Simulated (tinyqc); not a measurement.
MOS inversion layer, Poisson-Schroedinger loop: effect of the temperature.

Electrons confined at an insulator interface at z = 0, treated as a hard wall; parabolic valleys, Hartree approximation, no image or exchange terms. The depletion charge lies far deeper than the electrons and gives a uniform field q Nd/(eps0 eps_r); the gate balances all charge. Energies are counted from the band edge at the interface.

Schroedinger equation -(C/mz) psi'' + (V0 + U) psi = E psi, C = hbar^2/(2 m0), psi(0) = 0, on a uniform mesh of 800 nodes with a far wall at 75 nm, 8 levels a set; V0 = q Nd z/(eps0 eps_r); dU/dz = q (Ns - integral of n from 0 to z)/(eps0 eps_r), U(0) = 0; N_k = g md m0 q Vt/(pi hbar^2) ln(1 + exp((EF - E_k)/Vt)), g the number of valleys of the set, sum N_k = Ns. Triangular well: E_k = a_k (C F^2/mz)^(1/3), a_1 = 2.338107, a_2 = 4.087949, C = hbar^2/(2 m0), F in eV/nm. Fang-Howard (all electrons in the lowest level of set A): b^3 = 6 (mz1/C) q (Nd + 11 Ns/32)/(eps0 eps_r), centroid 3/b, level C b^2/(4 mz1) + (3/b) q (Nd + 11 Ns/16)/(eps0 eps_r). The centroid adds 3.9 z_av/eps_r to an oxide-equivalent thickness. Shares under 0.0001 % are printed as 0.

Inputs (values chosen for the exercise); masses and permittivity close to those of In0.53Ga0.47As: relative permittivity eps_r = 14.1; mass along z of valley set A (1 valley(s)) mz1 = 0.041 m0; in-plane density-of-states mass of set A md1 = 0.0407 m0; sheet density of electrons Ns = 1.7e12 cm^-2; sheet density of depletion charge Nd = 2.4e11 cm^-2.

Constants: q = 1.602176634e-19 C, kB = 1.380649e-23 J/K, hbar = 1.054571817e-34 J s, m0 = 9.1093837015e-31 kg, Vt = kB T/q, eps0 = 8.8541878128e-14 F/cm where lengths are in cm, hbar^2/(2 m0) = 0.0380998212 eV nm^2. Results are converted to the units shown.

The same in every row: Fang-Howard centroid (nm) = 7.34.

Effect of the temperature:
```
T (K),A1 (meV),A2 (meV),EF (meV),share of A1 (%),share of A2 (%),centroid z_av (nm),added oxide equivalent (nm)
20,171,238,255,83.8,16.2,7.95,2.20
50,171,239,255,83.8,16.2,7.95,2.20
77,171,239,254,83.5,16.2,7.99,2.21
120,171,240,254,82.6,16.3,8.10,2.24
200,172,243,251,79.8,16.8,8.44,2.33
300,172,247,246,75.5,17.6,9.02,2.50
400,173,251,239,71.0,18.4,9.69,2.68
500,174,256,230,66.8,19.1,10.4,2.87
```

As T goes from 20 to 500, A1 rises from 171 to 174 meV, the share of A1 falls from 83.8 to 66.8 % and the centroid rises from 7.95 to 10.4 nm. The Fang-Howard centroid is 7.7 % below the full one in the first row, where A1 holds 83.8 %, and 29 % below it in the last, where A1 holds 66.8 %. For T = 20, 50, 77, 120, 200 the energies exceed 0.25 eV, where non-parabolicity matters for so light a mass.

Computed by the program tinyqc: `OMP_NUM_THREADS=1 python tinyqc.py 2160172 2160173 out.jsonl`, one thread of a shared Intel Xeon 2.30GHz, about 0.6 s for the whole run.
